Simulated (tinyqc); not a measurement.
# Off-state leakage of single and stacked transistors: leakage components against the threshold

n-channel devices of unit width. Subthreshold current I(Vg, Vs, Vd) = I0 (T/300 K)^0.5 exp[(Vg - Vs - VT(T) - gb (Vs - Vb) + dd (Vd - Vs))/(nf Vt)] (1 - exp(-(Vd - Vs)/Vt)), VT(T) = VT - cT (T - 300 K). Gate-edge tunnelling Ig (Vd/1 V) exp(ag (Vd - 1 V)), for a gate at 0 V, and band-to-band leakage Ab u exp(-Bb/u), u = Vd - Vb + 1 V, flow at a drain held at V; both are taken as independent of T. In a stack of off transistors (all gates at 0 V) the same subthreshold current passes through each.

One transistor with Vg = Vs = 0, Vd = V; stack factor I(one)/I(two in series).

Parameters, values chosen for the exercise; values of the order met in bulk silicon logic transistors: temperature T = 300 K; supply voltage V = 1 V; fall of the threshold with temperature cT = 0.6 mV/K; current at threshold at 300 K I0 = 0.38 uA/um; slope factor nf = 1.18; drain-induced lowering per volt dd = 0.12; rise of the threshold per volt of source-body bias gb = 0.14; gate-edge tunnelling current at 1 V Ig = 3e-5 uA/um; exponential slope of the gate current ag = 3.7 1/V; prefactor of band-to-band leakage at the drain Ab = 200 uA/(um V); its exponential voltage Bb = 28 V; body voltage Vb = 0 V.

Constants: q = 1.602176634e-19 C, kB = 1.380649e-23 J/K, Vt = kB T/q. Results are converted to the units shown.

The same in every row: gate edge (nA/um) = 0.030000; band-to-band (nA/um) = 0.33261; stack factor = 37.446.

Result of one run:

| subthreshold (nA/um) | total (nA/um) | largest part |
|---|---|---|
| 0.0076153 | 0.37023 | band-to-band |

Which threshold at 300 K, zero drain and body bias VT gave this result: 0.25, 0.3, 0.4, 0.45 or 0.6 V?

VT = 0.45 V.

The whole series:

| VT (V) | subthreshold (nA/um) | total (nA/um) | largest part |
|---|---|---|---|
| 0.15 | 142.13 | 142.49 | subthreshold |
| 0.2 | 27.596 | 27.959 | subthreshold |
| 0.25 | 5.3582 | 5.7208 | subthreshold |
| 0.3 | 1.0404 | 1.4030 | subthreshold |
| 0.35 | 0.20200 | 0.56461 | band-to-band |
| 0.4 | 0.039221 | 0.40183 | band-to-band |
| 0.45 | 0.0076153 | 0.37023 | band-to-band |
| 0.5 | 0.0014786 | 0.36409 | band-to-band |
| 0.55 | 2.8709e-4 | 0.36290 | band-to-band |
| 0.6 | 5.5742e-5 | 0.36267 | band-to-band |

As VT goes from 0.15 to 0.6, the total leakage falls from 142 to 0.363 nA/um. The subthreshold part leads at VT = 0.15, the band-to-band part from 0.35 on. The reduction by a stack of two stays at 37.4, for the subthreshold part alone. For VT = 0.15, 0.2 the gate is within about 3 nf Vt of threshold, where the exponential law overstates the current.

Computed by the program tinyqc: `OMP_NUM_THREADS=1 python tinyqc.py 2242074 2242075 out.jsonl`, one thread of a shared Intel Xeon 2.30GHz, about 0.03 s for the whole run.
